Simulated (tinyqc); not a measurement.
Vacuum evaporation: vapour pressure, source flux, thickness distribution, purity and step coverage: one step, computed by the program tinyqc.

Molecular flow, unit sticking of the metal, no re-evaporation. The background gas is taken as water vapour (18.015 g/mol, collision diameter 0.37 nm) at 300 K.

Task: Vapour pressure and flux. log10(p_v/Pa) = A - B/T; flux from the surface Phi = p_v/sqrt(2 pi m k_B T), m = M u. Mass loss = Phi x area x m; heat of evaporation = ln(10) R B; d ln Phi/dT = ln(10) B/T^2 - 1/(2 T).

Inputs (values chosen for the exercise, modelled on copper, with constants for the liquid):
```
quantity                    value   unit
molar mass M                63.55  g/mol
vapour-pressure constant A  10.83      -
vapour-pressure constant B  16450      K
source temperature T         1590      K
source area                   3.9   cm^2
```

Constants: u = 1.6605390666e-27 kg; k_B = 1.380649e-23 J/K; R = 8.314462618 J/(mol K).

Give: vapour pressure p_v; flux Phi; mass loss; heat of evaporation; change of flux per kelvin.

Result:

vapour pressure p_v = 3.049 Pa

flux Phi = 2.527e+18 1/(cm^2 s)

mass loss = 3.744 g/h

heat of evaporation = 314.9 kJ/mol

change of flux per kelvin = 1.467 %/K

Holding the rate to 1 % needs the temperature to about 0.68 K.
